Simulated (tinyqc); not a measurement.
# Correction of a charged-defect supercell by a model charge and potential alignment (plane-averaged potentials), step by step

A worked calculation. Computed by tinyqc, a small Python program that keeps every step. Command: `OMP_NUM_THREADS=1 python tinyqc.py 3113442 3113443 out.jsonl align walk`. One thread of a shared host (Intel(R) Xeon(R) Processor @ 2.30GHz), about 0.01 s of CPU time with the checks. Intermediate numbers are printed to about 6 digits and carried at full precision; extremes and crossings named in words are read from the listed rows.

The "true" defect charge is (1 - x) q in a Gaussian of width sigma plus x q in one of width sigma_t, so the exact answer is known; the correction sees only a single model Gaussian of width sigma_m. A Gaussian of width s has the transform rho(G) = exp(-G^2 s^2/2), normalised to 1. A uniform background cancels q, so G = 0 is left out. Potentials are those felt by a unit positive charge. E_0 is the formation energy of the isolated defect, E_cell its value in the supercell, E_lat = E_iso - E_per of the model charge, C the true less the model potential far from the defect; the exact correction is E_0 - E_cell, and the error of a scheme is E_cell plus its correction less E_0.

Inputs (values chosen for the exercise, with screening close to that of GaN):

| quantity | value | unit |
|---|---|---|
| defect charge q | 1 | e |
| dielectric constant eps | 9.61 | - |
| edge of the cubic cell L | 19.8 | angstrom |
| width sigma of the true defect charge | 1.7 | angstrom |
| width sigma_m of the model charge | 1.5 | angstrom |
| share x of the charge in a wide tail | 0.29 | - |
| width sigma_t of the tail | 3.2 | angstrom |
| formation energy of the isolated defect E_0 | 1.65 | eV |

Constants: e^2/(4 pi eps_0) = 14.39964548 eV angstrom.

## The supercell energy and its true error

Periodic energy E_per = (2 pi q^2/(eps L^3)) (e^2/(4 pi eps_0)) sum_(G != 0) rho(G)^2/G^2, G = (2 pi/L)(n1, n2, n3), |n_i| <= 16. Isolated energy: two Gaussians of charges q_a, q_b and widths a, b interact by q_a q_b (e^2/(4 pi eps_0 eps)) sqrt(2/pi)/sqrt(a^2 + b^2), and the self-energy is half the sum over pairs. Supercell value E_cell = E_0 + E_per - E_iso for the true charge.

E_iso, true charge = 0.204384 eV

E_per, true charge = 0.103115 eV

E_cell = 1.54873 eV

exact correction = 0.101269 eV

## Lattice energy of the model charge

E_lat = E_iso - E_per for the model charge; point-charge value alpha q^2 e^2/(4 pi eps_0 eps 2 L) with alpha = 2.837297.

E_iso, model = 0.281794 eV

E_per, model = 0.177164 eV

E_lat = 0.104630 eV

point-charge value = 0.107359 eV

## Plane-averaged potentials

Plane-averaged potential at distance z from the defect: V(z) = (4 pi q/(eps L^3)) (e^2/(4 pi eps_0 e)) sum_(m != 0) rho(G_m) cos(G_m z)/G_m^2, G_m = 2 pi m/L, |m| <= 40.

Potentials (V):

| z/L | z (angstrom) | true | model | difference |
|---|---|---|---|---|
| 0.00 | 0.00 | 0.0444303 | 0.0532361 | -0.00880577 |
| 0.05 | 0.99 | 0.0409604 | 0.0483826 | -0.00742227 |
| 0.10 | 1.98 | 0.0317585 | 0.0360403 | -0.00428182 |
| 0.15 | 2.97 | 0.0195191 | 0.0207071 | -0.00118801 |
| 0.20 | 3.96 | 0.0067514 | 0.0058061 | 0.00094534 |
| 0.25 | 4.95 | -0.0050187 | -0.0071863 | 0.00216760 |
| 0.30 | 5.94 | -0.0150694 | -0.0178763 | 0.00280695 |
| 0.35 | 6.93 | -0.0230760 | -0.0261968 | 0.00312082 |
| 0.40 | 7.92 | -0.0288766 | -0.0321405 | 0.00326385 |
| 0.45 | 8.91 | -0.0323847 | -0.0357066 | 0.00332189 |
| 0.50 | 9.90 | -0.0335583 | -0.0368954 | 0.00333709 |

The difference moves by 0.07 mV between z/L = 0.4 and 0.5: a plateau.

## Alignment and corrected energy

C = difference at z = L/2; E_corr = E_cell + E_lat - q C. For charges that have died out at L/2, C = (2 pi q/(eps L^3)) (e^2/(4 pi eps_0 e)) (<s^2> - sigma_m^2), <s^2> = (1 - x) sigma^2 + x sigma_t^2.

alignment C = 0.00333709 V

C, closed form = 0.00336146 V

E_corr = 1.65002 eV

error with alignment (rounded to 1e-4 meV) = 0.0241 meV

error without alignment = 3.36122 meV

error with the point-charge term alone = 6.09015 meV

error without correction = -101.269 meV

Errors are measured against E_0. Alignment cuts the error of the model charge from 3.4 to 0.024 meV.

## Errors against cell size

Schemes: none; point-charge term alpha q^2 e^2/(4 pi eps_0 eps 2 L), alpha = 2.837297; E_lat of the model; E_lat - q C with C at z = L/2.

Error against E_0 (meV):

| L (angstrom) | none | point charge | model charge | model and alignment |
|---|---|---|---|---|
| 13.9 | -135.400 | 17.5283 | 9.64067 | 0.883170 |
| 16.8 | -116.565 | 9.9654 | 5.49793 | 0.162340 |
| 19.8 | -101.269 | 6.0902 | 3.36122 | 0.024132 |
| 23.8 | -85.809 | 3.5068 | 1.93549 | 0.001477 |
| 29.7 | -69.768 | 1.8046 | 0.99599 | 0.000014 |

Between the last two rows the uncorrected error scales as L^-0.93 and the point-charge remainder as L^-3.00. With alignment the error is +0.9 meV in the smallest cell and 0.00 meV in the largest.

Checks made by the program: E_lat against the point-charge value less 2 pi q^2 sigma_m^2 e^2/(4 pi eps_0 eps L^3) (relative difference 2e-07).
